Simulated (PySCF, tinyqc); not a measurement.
A ladder of methods, and size consistency: correlation methods against full CI in the sto-6g basis, for H4, spin multiplicity 1. Computed by the program tinyqc with PySCF. Command: `OMP_NUM_THREADS=1 python tinyqc.py 114443 114444 out.jsonl`; one thread of a shared host (Intel(R) Xeon(R) Processor @ 2.60GHz), about 0.6 s.

Geometry (angstrom):
```
atom,x,y,z
H,0.0000,0.0000,0.0000
H,0.0000,0.0000,1.1360
H,0.0000,0.0000,2.6710
H,0.0000,0.0000,3.8080
```

RHF energy of one = -2.060637 hartree

All electrons correlated; +Q is the Davidson correction (1 - c0^2) E_corr. The last columns treat two copies 100 angstrom apart as one system. FCI is the lowest singlet.

Correlation energies (hartree):
```
method,E_corr of one,share of FCI (%),E_corr of two at 100 angstrom,two minus twice one (mhartree)
MP2,-0.051526,57.2258,-0.103052,0.0000
CISD,-0.086257,95.7987,-0.160134,12.3789
CISD+Q,-0.093417,103.7510,-0.181638,5.1958
CCSD,-0.089820,99.7562,-0.179640,0.0000
CCSD(T),-0.089972,99.9252,-0.179944,0.0000
FCI,-0.090039,100.0000,-,-
```

MP2 recovers 57 %, CISD 95.8 % and CCSD 99.8 % of the FCI value (c0^2 = 0.917 in CISD). MP2 and coupled cluster are size consistent, so their last column vanishes; CISD loses 12.38 mhartree, since a double excitation on each copy is a quadruple of the pair, and the Davidson correction leaves +5.20. The restricted reference is unstable here: a spin-polarised solution lies 0.0004 hartree lower (PySCF), so results built on it describe a poor reference.
